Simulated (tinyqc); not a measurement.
Ellipsoidal valleys in the axes of a wafer and a channel: sweeps and comparisons. A value that a table varies takes the place of the one given here.

Valleys with axes a along x, y and z, two valleys each; inverse mass tensor w = 1/mt + (1/ml - 1/mt) a a. Device axes: z = nz/|nz|, x = nx/|nx|, y = z cross x; in them a = (ax, ay, az). Confinement mass mz = 1/w_zz. In the plane w_ij is replaced by u_ij = w_ij - w_iz w_jz/w_zz (i, j = x, y); density-of-states mass md = 1/sqrt(det u); conductivity mass along x mc = 1/u_xx; ballistic transport mass mx = u_yy/det u, width mass my = 1/u_yy.

Hard walls: E_n = c (n pi/t)^2/mz, c = hbar^2/2m0, n = 1, 2, 3. Non-degenerate share of a valley proportional to md sum_n exp(-E_n/kT); mean 1/mc = sum of share/mc. 1 nm = 10 angstrom.

Constants: hbar^2/2m0 = 3.80998211 eV angstrom^2; kB = 8.617333262e-05 eV/K.

Values chosen for the exercise (near those of the Delta valleys of Si; shifted at random, so the results belong to these values and not to a real crystal):
- ml = 0.923 m0 (longitudinal mass)
- mt = 0.191 m0 (transverse mass)
- t = 5.5 nm (thickness of the film)
- T = 300 K (temperature)
- nz = (0, 0, 1) (surface normal (confinement))
- nx = (1, 1, 0) (channel direction)

## Wafer and channel orientation

For each face/channel: the lowest ladder (mz, number of valleys, md, E1, share) and the mean conductivity mass over all valleys.

Results:
```
face/channel     mz  valleys     md  E1 (meV)  share  mean mc
(110)/[1-11]  0.317        4  0.326      39.3  0.810   0.3210
(100)/[011]   0.923        2  0.191      13.5  0.672   0.2195
(112)/[11-1]  0.405        2  0.288      30.7  0.507   0.3377
(001)/[110]   0.923        2  0.191      13.5  0.672   0.2195
(113)/[1-10]  0.544        2  0.249      22.9  0.584   0.2322
(111)/[1-10]  0.260        6  0.360      47.9  1.000   0.2981
(001)/[100]   0.923        2  0.191      13.5  0.672   0.2195
```

The mean conductivity mass is lowest, 0.2195, for (100)/[011], (001)/[110] and (001)/[100] and highest, 0.3377, for (112)/[11-1]; the bulk value is 0.2596. The confinement energy is lowest on the face with the heaviest mz ((100), 13 meV). The density of states of the lowest ladder, valleys times md, runs between 0.382 and 2.161; a small value limits the charge through the quantum capacitance.

## Thickness of the film

Share of the lowest ladder and mean conductivity mass.

Results:
```
t (nm)  lowest E1 (meV)  spread of E1 (meV)  share of the lowest ladder  mean mc
2.0               101.8               390.3                       1.000   0.1910
3.0                45.3               173.5                       0.995   0.1914
4.0                25.5                97.6                       0.913   0.1979
5.0                16.3                62.5                       0.747   0.2123
7.0                 8.3                31.9                       0.530   0.2348
10.0                4.1                15.6                       0.418   0.2483
14.0                2.1                 8.0                       0.345   0.2580
```

The spread falls as 1/t^2 and passes kT = 25.9 meV between t = 7 and 10 nm; the share of the lowest ladder goes from 1.000 to 0.345 and the mean mass goes from 0.1910 to 0.2580, against 0.2596 for equal shares, the limit of a thick film (the bulk value 3/(1/ml + 2/mt) is 0.2596). Three subbands a valley become too few once E3 nears kT.

## What each parameter does

Lowest E1, its share and the mean conductivity mass. Each row changes one parameter from the base and keeps the others.

Results:
```
case           lowest E1 (meV)   share  mean mc (m0)
base                     13.47  0.6722        0.2195
ml = 0.831 m0            14.96  0.6639        0.2194
mt = 0.172 m0            13.47  0.7199        0.1941
t = 4.95 nm              16.63  0.7548        0.2116
T = 270 K                13.47  0.7126        0.2156
```

The largest shifts from the base row, up to three for each result and ties (the steps differ in size, so this ranks the rows, not the parameters). lowest E1 (meV): t +3.16, ml +1.49; unchanged at the printed digits by mt and T. share: t +0.0826, mt +0.0477, T +0.0404. mean mc (m0): mt -0.0254, t -0.0080, T -0.0040.

Computed by tinyqc, a small Python program: `OMP_NUM_THREADS=1 python tinyqc.py 1850574 1850575 out.jsonl` (the numbers bound the seed that draws the inputs); one thread of a shared host (Intel(R) Xeon(R) Processor @ 2.30GHz), about 0.01 s for the whole set of steps.
